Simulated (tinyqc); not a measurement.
# Input admittance of a MOSFET at zero drain bias: distributed channel and distributed gate: two studies

Source and drain grounded, strong inversion, w = 2 pi f, Cox = eps0 eox/tox. The channel is an RC line of resistance 1/(mu Cox Vo) per square fed from both ends, so one finger has the intrinsic admittance y = i w Cox L tanh(g)/g per width, g = (1/2) sqrt(i w tau), tau = L^2/(mu Vo). The vertical resistance rv/L is in series with y, the overlaps 2 i w Cov in parallel: y_t = 1/(1/y + rv/L) + 2 i w Cov. The gate strip is a line of Rsh/L per length loaded by y_t, so a finger has Y = y_t Wf tanh(k)/k, k = (Wf/sd) sqrt(y_t Rsh/L); the device has Nf Y.

Inputs (values chosen for the exercise); values of the order met in silicon radio-frequency transistors: relative permittivity of the gate insulator (close to zirconium oxide) eox = 25.2; insulator thickness tox = 11 nm; channel length L = 0.057 um; finger width Wf = 7.3 um; number of fingers Nf = 16; channel mobility mu = 330 cm^2/(V s); gate overdrive Vo = 0.31 V; sheet resistance of the gate Rsh = 7.4 ohm/square; vertical resistivity of the gate stack rv = 0 ohm um^2; number of ends at which a finger is contacted sd = 1; overlap and fringe capacitance on each side Cov = 0.36 fF/um; frequency f = 1.6 GHz.

Constants: eps0 = 8.8541878128e-14 F/cm where lengths are in cm. Results are converted to the units shown.

Each table varies one quantity; the others keep the values above.

## Input impedance against frequency

Low-frequency limits, with c = Cox L and ct = c + 2 Cov: R_strip = Rsh Wf/(3 sd^2 L Nf), R_ch = (c/ct)^2 L/(12 mu Cox Vo Wf Nf), R_vert = (c/ct)^2 rv/(L Wf Nf), C = ct Wf Nf. Z = 1/(Nf Y) = R + 1/(i w C), Q = |Im Z|/R, far-point signal |1/cosh k|.

The same in every row: low-frequency R (ohm) = 19.82.

Input impedance against frequency:
```
f (GHz)     w tau      |k|  R (ohm)  C (fF)      Q  signal at the far point
0.02     3.991e-5  0.04039    19.82   219.1   1832                    1.000
0.04     7.982e-5  0.05712    19.82   219.1  916.2                    1.000
0.1      1.996e-4  0.09031    19.82   219.1  366.5                    1.000
0.3      5.987e-4   0.1564    19.82   219.1  122.2                   0.9999
0.9      0.001796   0.2709    19.82   219.1  40.72                   0.9995
2        0.003991   0.4039    19.82   219.0  18.34                   0.9978
6         0.01197   0.6995    19.79   218.0  6.150                   0.9805
20        0.03991    1.277    19.49   207.2  1.971                   0.8305
50        0.09978    2.019    18.02   166.2  1.063                   0.5054
```

What does the table show?

R falls from 19.8 to 18.0 ohm and C falls from 219 to 166 fF. Q goes as f^(-1.00) between the first two rows and f^(-0.67) between the last two, where w tau = 0.0998 and |k| = 2.02. The low-frequency limits hold both R and C within 5 % up to f = 6 GHz among the rows.

## Effect of the gate overdrive

Same model as above.

The same in every row: |k| = 0.36124; C (fF) = 219.06.

Result of one run:
```
Vo (V)      w tau  R (ohm)  low-frequency R (ohm)       Q  signal at the far point
0.35    0.0028279   19.808                 19.810  22.925                  0.99857
```

What becomes of these results when the gate overdrive Vo is changed from 0.35 to 0.5 V, all else the same?

Result of the changed run:
```
Vo (V)      w tau  R (ohm)  low-frequency R (ohm)       Q  signal at the far point
0.5     0.0019795   19.788                 19.790  22.948                  0.99858
```

The whole series:
```
Vo (V)      w tau  R (ohm)  low-frequency R (ohm)       Q  signal at the far point
0.2     0.0049489   19.857                 19.860  22.868                  0.99857
0.35    0.0028279   19.808                 19.810  22.925                  0.99857
0.5     0.0019795   19.788                 19.790  22.948                  0.99858
0.65    0.0015227   19.777                 19.780  22.960                  0.99858
0.8     0.0012372   19.771                 19.773  22.968                  0.99858
0.95    0.0010419   19.766                 19.768  22.973                  0.99858
1.1     8.9979e-4   19.763                 19.765  22.977                  0.99858
1.25    7.9182e-4   19.760                 19.763  22.980                  0.99858
```

As Vo goes from 0.2 to 1.25, R falls from 19.9 to 19.8 ohm, C stays near 219 fF and Q stays near 22.9. Only the channel term depends on Vo.

Program tinyqc, `OMP_NUM_THREADS=1 python tinyqc.py 2262149 2262150 out.jsonl`; Intel Xeon 2.30GHz, shared host, one thread, about 0.01 s.
